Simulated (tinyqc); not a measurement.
Hot electrons in a saturated n-channel MOSFET, lucky-electron model: one step of the calculation.

Beyond pinch-off the lateral field grows as Esat cosh(y/l) over the velocity-saturated region (pseudo-two-dimensional model). Impact ionisation in this region gives the substrate current, which biases the body forward through Rsub. Currents are per width. Local-field laws: they overstate ionisation when the field peak is narrower than an energy relaxation length.

Problem. Body bias from the substrate current. Cox = 3.9 eps0/tox. Overdrive g = Vg - VT + kb Vb; Vdsat = g Esat L/(g + Esat L); Id = Cox vs (g - Vdsat); dV = Vd - Id Rd - Vdsat; Em = sqrt((dV/l)^2 + Esat^2); Isub = Id (Ai/Bi) l Em exp(-Bi/Em). Vb(new) = Rsub Isub.

Inputs (values chosen for the exercise); values close to those of silicon n-channel devices: channel length L = 0.8 um; oxide thickness tox = 17 nm; threshold VT = 0.58 V; saturation velocity vs = 9.5e6 cm/s; ionisation prefactor Ai = 2e6 1/cm; ionisation field Bi = 1.79 MV/cm; resistance of the lightly doped drain Rd = 400 ohm um; substrate resistance Rsub = 11000 ohm um; fall of VT per volt of forward body bias kb = 0.3; drain voltage Vd = 4 V; gate voltage Vg = 2.8 V.

Constants: eps0 = 8.8541878128e-14 F/cm where lengths are in cm. Results are converted to the units shown.

Vb at the start = 0 V
l = 110.63453 nm
Esat = 0.063333333 MV/cm

Give: Vdsat; Id; dV; Em; Isub; Vb after iteration 1.

Solution.

Vdsat = 1.5436 V
Id = 130.52 uA/um
dV = 2.4042 V
Em = 0.22635 MV/cm
Isub = 0.13428 uA/um
Vb after iteration 1 = 0.0014771 V

tinyqc, about 0.01 s, one thread, Intel Xeon 2.30GHz (shared host): `OMP_NUM_THREADS=1 python tinyqc.py 2550169 2550170 out.jsonl`
